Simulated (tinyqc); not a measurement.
# From one set of inputs to another, one input at a time

Model: estimate of lattice thermal conductivity from elastic moduli (Slack, Klemens and Cahill formulas). Computed by tinyqc, a small Python program. Command: `OMP_NUM_THREADS=1 python tinyqc.py 3017906 3017907 out.jsonl slack ladder`. One thread of a shared host (Intel(R) Xeon(R) Processor @ 2.30GHz), about 0.01 s of CPU time with the checks.

An isotropic solid.

The inputs printed are set A. Inputs not listed in the table keep their values of set A, so the rows need not describe a real material.

Inputs (values chosen for the exercise, for a model crystal):
```
quantity,value,unit
bulk modulus B,33,GPa
shear modulus G,10.1,GPa
volume per atom V,22.1,angstrom^3
mean atomic mass M,169,u
atoms per primitive cell n,4,-
volume expansion coefficient alpha_V,40.9,ppm/K
temperature T,1200,K
disorder parameter Gamma,0.0086,-
grain size d,190,nm
```

Grueneisen parameter: from thermal expansion.

Constants: u = 1.6605390666e-27 kg; hbar = 1.054571817e-34 J s; k_B = 1.380649e-23 J/K; h = 6.62607015e-34 J s.

Method:
- rho = M/V; vL = sqrt((B + 4G/3)/rho), vT = sqrt(G/rho); v_m = [(vL^-3 + 2 vT^-3)/3]^(-1/3); Poisson ratio sigma = (3B - 2G)/(6B + 2G); Theta = hbar v_m (6 pi^2/V)^(1/3)/k_B.
- gamma = alpha_V B V/(3 k_B), with the classical heat capacity 3 k_B per atom.
- Slack, an estimate for T near or above Theta_a: kappa = A M Theta_a^3 delta n^(1/3)/(gamma^2 T) in W/(m K), with M in u, delta = V^(1/3) in angstrom, Theta_a = Theta n^(-1/3) and A = 2.43e-6/(1 - 0.514/gamma + 0.228/gamma^2).
- High-temperature forms with the classical heat capacity. Klemens: kappa/kappa_0 = arctan(u)/u, u^2 = pi^2 Theta V Gamma kappa_0/(h v_m^2). Grains: 1/kappa_poly = 1/kappa + 1/(C v_m d/3), C = 3 k_B/(n V), the acoustic branches alone.
- Cahill minimum: kappa_min = (pi/6)^(1/3) k_B V^(-2/3) sum over L, T, T of v (T/Theta_i)^2 int_0^(Theta_i/T) x^3 e^x/(e^x - 1)^2 dx, Theta_i = Theta v_i/v_m (64 Gauss-Legendre points).
- Its high-temperature limit is (1/2) (pi/6)^(1/3) k_B V^(-2/3) (vL + 2 vT).

Each row keeps all changes above it:
```
input moved,from,to,Grueneisen parameter gamma,kappa of the polycrystal (W/(m K)),kappa_min (W/(m K))
set A,-,-,0.720,1.06,0.2610
disorder parameter Gamma,0.0086,0.0039,0.720,1.12,0.2610
volume per atom V (angstrom^3),22.1,27.9,0.909,0.88,0.2510
bulk modulus B (GPa),33,74.3,2.047,0.17,0.2994
volume expansion coefficient alpha_V (ppm/K),40.9,30.4,1.521,0.32,0.2994
temperature T (K),1200,300,1.521,1.18,0.2926
shear modulus G (GPa),10.1,34.7,1.521,5.90,0.4199
mean atomic mass M (u),169,30,1.521,14.00,0.8670
```

Where does the difference come from?

Grueneisen parameter gamma goes from 0.720 to 1.52, a factor 2.11 in all. The largest single move comes from bulk modulus B (a factor 2.25), and volume expansion coefficient alpha_V works against it (a factor 0.743). Kappa of the polycrystal goes from 1.06 to 14.0, a factor 13.2 in all. The largest single move comes from bulk modulus B (a factor 0.191), but it runs against the net change; the largest move in the direction of the net change is shear modulus G (a factor 4.98). kappa_min goes from 0.261 to 0.867, a factor 3.32 in all. The largest single move comes from mean atomic mass M (a factor 2.06). The single moves hold for this order of the switches; the total does not depend on the order.

Caution (rows bulk modulus B, volume expansion coefficient alpha_V): the estimate comes near or below kappa_min; the free path cannot fall under half a wavelength, so the true value levels off near kappa_min. Caution (rows mean atomic mass M): T lies below Theta_a, where umklapp processes begin to freeze out and the Slack formula can fall short.

Extremes, crossings and ranges named in words are read from the listed rows.
